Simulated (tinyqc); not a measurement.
Approximations to the ground state: Holstein polaron on two sites. Computed by tinyqc, a small Python program. Command: `OMP_NUM_THREADS=1 python tinyqc.py 3011261 3011262 out.jsonl holstein walk`. One thread of a shared host (Intel(R) Xeon(R) Processor @ 2.30GHz), about 0.01 s of CPU time with the checks.

One electron on sites 1 and 2: H = -t (c1+ c2 + c2+ c1) + hbar omega sum_i b_i+ b_i - g hbar omega sum_i n_i (b_i + b_i+). The symmetric phonon shifts the energy by -g^2 hbar omega/2 and drops out; with b = (b_1 - b_2)/sqrt(2) there remains H = -t sigma_x + hbar omega b+ b - (g hbar omega/sqrt(2)) sigma_z (b + b+). Parity splits it into blocks p = +1 and -1 over phonon numbers n. Zero-point energies are left out. Weights Z refer to mode b alone; the displaced symmetric mode multiplies the full zero-phonon weight by exp(-g^2/2).

Inputs (values chosen for the exercise, for a model dimer): hopping t = 43 meV; phonon energy hbar omega = 105 meV; coupling g = 0.499.

Method:
- Polaron binding energy E_p = g^2 hbar omega; ratio E_p/t (the adiabatic potential has two wells when it exceeds 1); adiabaticity hbar omega/t.
- Block p: H_nn = n hbar omega - p t (-1)^n - g^2 hbar omega/2, H_(n,n+1) = -(g hbar omega/sqrt(2)) sqrt(n + 1).
- Use 60 levels in both blocks; Z = c_0^2 is the weight of n = 0 in the ground state c; the splitting is the lowest odd level less the lowest even one, which without coupling is the smaller of 2t and hbar omega; <sigma_x> = sum (-1)^n c_n^2 measures the kinetic energy.
- Second order: E = -t - E_p/2 - (E_p/2) hbar omega/(hbar omega + 2t). Lang-Firsov: E = -E_p - t exp(-g^2). Variable displacement: E(x) = -E_p/2 - t exp(-g^2 x^2) - (E_p/2)(2x - x^2), minimised over 0 <= x <= 1. Adiabatic, classical lattice: E = -E_p/2 - t for E_p < t, else -E_p - t^2/(2 E_p); it leaves out the change of zero-point energy.

E_p = 26.1451 meV

E_p/t = 0.608026

ground-state energy = -63.4861 meV

hbar omega/t = 2.44186

splitting/(2t) = 0.693772

Ground-state energy (meV):
```
method                       E  E - exact
second order in g      -63.259     0.2270
Lang-Firsov            -59.667     3.8190
variable displacement  -63.386     0.0998
adiabatic, classical   -56.073     7.4135
```

best displacement x = 0.56965

Closest here is variable displacement (+0.10 meV), furthest adiabatic, classical (+7.41 meV), at hbar omega/t = 2.44 and E_p/t = 0.61. Lang-Firsov and variable displacement are variational and lie above the exact value. The Lang-Firsov narrowing exp(-g^2) = 0.78 compares with the exact splitting ratio 0.694.

Extremes, crossings and ranges named in words are read from the listed rows.
